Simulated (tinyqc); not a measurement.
A six-terminal Hall bar with edge channels and a constriction, Landauer-Buettiker equations: one step of the calculation.

Contacts 1 (source) and 4 (drain) end the bar; 2 and 3 lie on the upper edge, 6 and 5 on the lower edge, with a constriction between 2 and 3 (and between 6 and 5). Carriers run 1 to 2 to 3 to 4 to 5 to 6 to 1 in M channels. The constriction passes Tc from 2 to 3 and from 5 to 6, and turns M - Tc from 2 to 6 and from 5 to 3. Signs are those of positive carriers; V4 = 0.

Problem. Voltages. I_i = (q^2/h) [M V_i - sum_j T_ij V_j], with I_1 = I, V_4 = 0 and no current at 2, 3, 5, 6.

Parameters, values chosen for the exercise:
```
symbol,value,unit,meaning
M,4,,"edge channels, spin counted singly"
I,2,nA,current from contact 1 to contact 4
```

Constants: q = 1.602176634e-19 C, h = 6.62607015e-34 J s. Results are converted to the units shown.

T_ij:
```
   1     2  3  4     5  6
1  0     0  0  0     0  4
2  4     0  0  0     0  0
3  0  0.95  0  0  3.05  0
4  0     0  4  0     0  0
5  0     0  0  4     0  0
6  0  3.05  0  0  0.95  0
```

Find: V.

Solution.

V, contact 1 to 6 (uV): [54.343, 54.343, 12.906, 0.000, 0.000, 41.436]

tinyqc, about 0.01 s, one thread, Intel Xeon 2.30GHz (shared host): `OMP_NUM_THREADS=1 python tinyqc.py 2700002 2700003 out.jsonl`
